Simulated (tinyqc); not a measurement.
Ion-assisted plasma etching: sheath, surface coverage, synergy and aspect-ratio dependence: one step, computed by the program tinyqc. Command: `OMP_NUM_THREADS=1 python tinyqc.py 3007786 3007787 out.jsonl etch walk`. One thread of a shared host (Intel(R) Xeon(R) Processor @ 2.30GHz), about 0.06 s of CPU time with the checks.

Radicals adsorb on bare sites; ions remove covered sites with a high yield and bare sites by sputtering; a slow spontaneous reaction acts everywhere, walls included.

Task: Sheath and ion angles. Debye length lambda_D = sqrt(eps_0 T_e/(e n_s)) with n_s = 0.61 n_e, T_e in volts; Child-law sheath d = (sqrt2/3) lambda_D (2 V/T_e)^(3/4); ion energy E = V + T_e/2; angular spread = arctan(sqrt(T_i/E)).

Inputs (values chosen for the exercise, close to those used for silicon dioxide in a fluorocarbon plasma):
```
quantity                    value    unit
plasma density n_e        5.3e+09  1/cm^3
electron temperature T_e      2.4      eV
sheath voltage V               44       V
ion temperature T_i          0.15      eV
```

Feature: long trench.

Constants: eps_0 = 8.8541878128e-12 F/m; e = 1.602176634e-19 C.

Give: Debye length; sheath thickness; ion energy E; angular spread.

Result:

Debye length = 202.55 um

sheath thickness = 1422.7 um

ion energy E = 45.2 eV

angular spread = 3.2970 degrees
